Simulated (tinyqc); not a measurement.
# Double-gate transistor below threshold, two-dimensional Poisson equation on a small mesh: refining the mesh

Half of a symmetric double-gate structure: row 0 is the mid-plane of the body, where the normal field vanishes. Mobile charge is neglected (subthreshold), the body is fully depleted, and potentials are counted from the intrinsic level; rows run upward to the gate, columns from source to drain.

The mesh has 2 c steps in the semiconductor (rows from 0 up to the interface), c steps in the insulator and 8 c along the channel, each uniform. Box integration, divided by eps0: up_i = eps hy/h of the interval above row i, dn_i = that of the interval below (0 for row 0), lat_i = (sum of eps h/2 over the intervals above and below)/hy, s_i = -q Na w_i hy/eps0 with w_i the semiconductor height of the box (hs/2 for row 0 and the interface row, hs between, 0 in the insulator). Each free node obeys (up + dn + 2 lat) psi = up psi(above) + dn psi(below) + lat [psi(left) + psi(right)] + s. Fixed values: gate row Vg - Vfb; column 0 at Vbi and the last column at Vbi + Vd in the semiconductor, each running linearly to Vg - Vfb across the insulator. The system is solved directly; psi is read on row 0 at mid-channel.

Parameters, values chosen for the exercise; semiconductor permittivity close to that of silicon:
```
symbol  value   unit                                     meaning
eps_r    11.7         relative permittivity of the semiconductor
eox       7.5             relative permittivity of the insulator
tb          8     nm                     half the body thickness
tox       3.6     nm                         insulator thickness
L          42     nm                              channel length
Na          0  cm^-3       acceptor density of the depleted body
Vbi      0.47      V                     potential of the source
Vfb      0.03      V                                 gate offset
Vg       0.05      V                                gate voltage
Vd        0.7      V                               drain voltage
```

Constants: q = 1.602176634e-19 C, eps0 = 8.8541878128e-14 F/cm where lengths are in cm. Results are converted to the units shown.

Result of one run:
```
unknowns,psi at mid-channel (V),d psi/dVg
372,0.17312,0.80860
```

Which refinement factor c gave this result: 1, 4, 6, 8 or 12?

c = 4.

The whole series:
```
c,unknowns,psi at mid-channel (V),d psi/dVg
1,21,0.18346,0.79567
2,90,0.17521,0.80598
3,207,0.17367,0.80792
4,372,0.17312,0.80860
6,846,0.17273,0.80908
8,1512,0.17260,0.80925
12,3420,0.17250,0.80937
```

psi at mid-channel goes from 0.1835 V on the coarsest mesh to 0.1725 V on the finest, a difference of 11 mV. d psi/dVg changes by 0.010 from c = 1 to 2, by 0.0026 from 2 to 4 and by 6.6e-4 from 4 to 8, a ratio of 4.0 between the last two, near the 4 of a second-order scheme.

tinyqc, about 0.2 s, one thread, Intel Xeon 2.30GHz (shared host): `OMP_NUM_THREADS=1 python tinyqc.py 2480128 2480129 out.jsonl`
